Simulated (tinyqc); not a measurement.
Reflectance across the plasma edge: free-carrier optics of a doped semiconductor (Drude model with one polar phonon).

eps(E) = ei [1 - Ep^2/(E^2 + i E Gam)] + (es - ei) wT^2/(wT^2 - E^2 - i E gT), with Ep^2 = 8 pi c (e^2/(4 pi eps0)) N/(m ei), c = hbar^2/2m0, N in 1/angstrom^3 (1e-24 per 1/cm^3); Gam = hbar/tau, tau = mu m m0/e with m0/e = 5.685630e-12 kg/C and mu in m^2/(V s). Energies in meV.

n + i k = sqrt(eps1 + i eps2) with k >= 0; R = ((n - 1)^2 + k^2)/((n + 1)^2 + k^2) at normal incidence from vacuum; alpha = 2 E k/(hbar c), times 1e8 for 1/cm; loss function Im(-1/eps) = eps2/(eps1^2 + eps2^2).

Constants: hbar^2/2m0 = 3.80998211 eV angstrom^2; e^2/(4 pi eps0) = 14.39964547 eV angstrom; hbar = 6.58211957e-16 eV s; hbar c = 1973.269805 eV angstrom.

Inputs chosen for the exercise (mass and dielectric values near those of InAs; N and mu are free inputs; interband absorption and the rise of the mass with filling are left out; shifted at random, so the results belong to these values and not to a real crystal): N = 3.7e+16 1/cm^3 (carrier density); m = 0.028 m0 (conductivity mass); mu = 13000 cm^2/(V s) (mobility); ei = 12.64 (high-frequency dielectric constant); wT = 26.8 meV (TO phonon); es = 15.57 (static dielectric constant); gT = 0.8 meV (phonon damping).

Spectrum:
```
E (meV)     eps1    eps2      R  alpha (1/cm)
1.2      -142.11  417.92  0.895      2.08e+03
3.6       -63.34   69.77  0.848      3.24e+03
6.0       -23.79   20.97  0.783      3.20e+03
8.4        -6.70    8.58  0.608      2.52e+03
10.2        0.10    5.02  0.306      1.62e+03
12.0        4.48    3.19  0.185           870
13.2        6.62    2.46  0.213           628
18.0       12.52    1.16  0.314           298
24.0       24.06    2.37  0.439           588
36.0        7.61    0.30  0.219           201
60.0       11.41    0.04  0.295          35.0
```

Give the missing row, E (meV) = 15.0.

Computed row:
```
E (meV)  eps1  eps2      R  alpha (1/cm)
15.0     9.15  1.75  0.259           437
```

Ep = 12.0 meV and Gam = 3.2 meV. R is 0.895 at the lowest energy and lowest, 0.185, at 12.0 meV of those listed; without damping and phonon it would vanish at Ep sqrt(ei/(ei - 1)) = 12.5 meV. At the highest energy R is 0.295, against 0.315 for ei alone. Between the last two rows alpha goes as E^-3.42, where the Drude limit far above Ep and Gam is E^-2; Gam and the phonon term both still act in these rows. The phonon adds its own band of high reflectance between wT = 26.8 meV and about wL = 29.7 meV, which the rows may miss.

Computed by tinyqc, a small Python program: `OMP_NUM_THREADS=1 python tinyqc.py 1681778 1681779 out.jsonl` (the numbers bound the seed that draws the inputs); one thread of a shared host (Intel(R) Xeon(R) Processor @ 2.30GHz), about 0.01 s for the whole set of steps.
